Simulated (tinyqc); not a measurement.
Changing the shift s of the chemical potential: self-consistent Fermi level with native defects, at growth and after a quench. Computed by tinyqc, a small Python program. Command: `OMP_NUM_THREADS=1 python tinyqc.py 3009276 3009277 out.jsonl scfermi sweep`. One thread of a shared host (Intel(R) Xeon(R) Processor @ 2.30GHz), about 0.08 s of CPU time with the checks.

Energies are counted from the top of the valence band (VBM); when the gap shrinks with temperature the conduction band moves and the levels stay. The added dopant is taken as fully ionised. D and A draw on one reservoir with opposite signs, as the two vacancies of a compound do.

Inputs (values chosen for the exercise, with bands modelled on CdS): gap E_g at 300 K = 2.47 eV; slope -dE_g/dT above 300 K = 0.00036 eV/K; electron mass m_e = 0.201 m_0; valleys M_c = 1; hole mass m_h = 0.785 m_0; E_f of the neutral native donor D = 1.187 eV; E_f of the neutral native acceptor A = 1.874 eV; site density N_s = 1.7e+22 cm^-3; dopant density N_X = 7.2e+19 cm^-3; growth temperature T_g = 1150 K; temperature of use T = 200 K.

Added shallow dopant: acceptor.

levels of D above the VBM, most positive state first (eV): [1.91]

levels of A above the VBM, (0/-1) first (eV): [0.266]

Constants: m_0 = 9.1093837015e-31 kg; k_B = 1.380649e-23 J/K; h = 6.62607015e-34 J s; k_B = 8.617333262e-05 eV/K.

Method:
- E_f(D, 0) = input + s and E_f(A, 0) = input - s; E_f(q, E_F = 0) follows from the levels, eps(q/q-1) = E_f(q - 1) - E_f(q) at E_F = 0.
- E_g(T) = E_g - slope x max(0, T - 300 K).
- N_c = 2 M_c (2 pi m_e k_B T/h^2)^(3/2) and N_v = 2 (2 pi m_h k_B T/h^2)^(3/2), masses in units of m_0.
- At growth T = T_g.
- n = N_c F_1/2((E_F - E_g)/k_B T), p = N_v F_1/2(-E_F/k_B T).
- F_1/2(eta) = (2/sqrt(pi)) int_0^infinity sqrt(x)/(1 + exp(x - eta)) dx, by the trapezoid rule in t = sqrt(x) with step 0.02 up to t = 12 (for eta < -12 by exp(eta) - exp(2 eta)/2^(3/2)).
- In equilibrium c_q = N_s exp(-(E_f(q, 0) + q E_F)/k_B T).
- Net charge = p - n + sum q c_q - N_X; the log ratio is ln(positive charge/negative charge).
- E_F is the root of the log ratio, by 50 bisections between -0.5 eV and E_g + 0.5 eV.
- After a quench the totals of D and A stay as grown, and each is shared among its charge states with weights exp(-(E_f(q, 0) + q E_F)/k_B T).

One run for each value; columns: (1) shift s of the chemical potential (eV); (2) E_F at growth (eV); (3) total D (cm^-3); (4) total A (cm^-3); (5) E_F after the quench (eV); (6) n after the quench (cm^-3); (7) p after the quench (cm^-3):
```
(1)      (2)        (3)        (4)    (5)        (6)        (7)
-0.60  1.860  1.206e+20  2.372e+18  1.902  5.926e+03  1.132e-29
-0.45  1.711  8.458e+19  2.390e+18  1.876  1.305e+03  5.143e-29
-0.30  1.561  7.664e+19  2.395e+18  1.850  2.872e+02  2.337e-28
-0.15  1.411  7.489e+19  2.396e+18  1.824  6.319e+01  1.062e-27
0.00   1.261  7.450e+19  2.396e+18  1.797  1.385e+01  4.845e-27
0.15   1.111  7.442e+19  2.396e+18  1.770  2.775e+00  2.418e-26
0.30   0.961  7.439e+19  2.398e+18  0.373  1.736e-35  3.865e+09
0.45   0.811  7.436e+19  2.407e+18  0.334  1.868e-36  3.593e+10
0.60   0.661  7.424e+19  2.445e+18  0.307  3.805e-37  1.763e+11
```

What does the table show, and why?

Over the rows, E_F at growth (eV) falls from 1.86 to 0.661; total D (cm^-3) falls from 1.21e20 to 7.42e19; total A (cm^-3) rises from 2.37e18 to 2.45e18. Raising s makes D costlier and A cheaper. The quenched sample turns from n-type to p-type between s = 0.15 and 0.30 eV.

Caution (all rows): above about 2e19 cm^-3 defects interact, pair and form bands, which the dilute model leaves out.
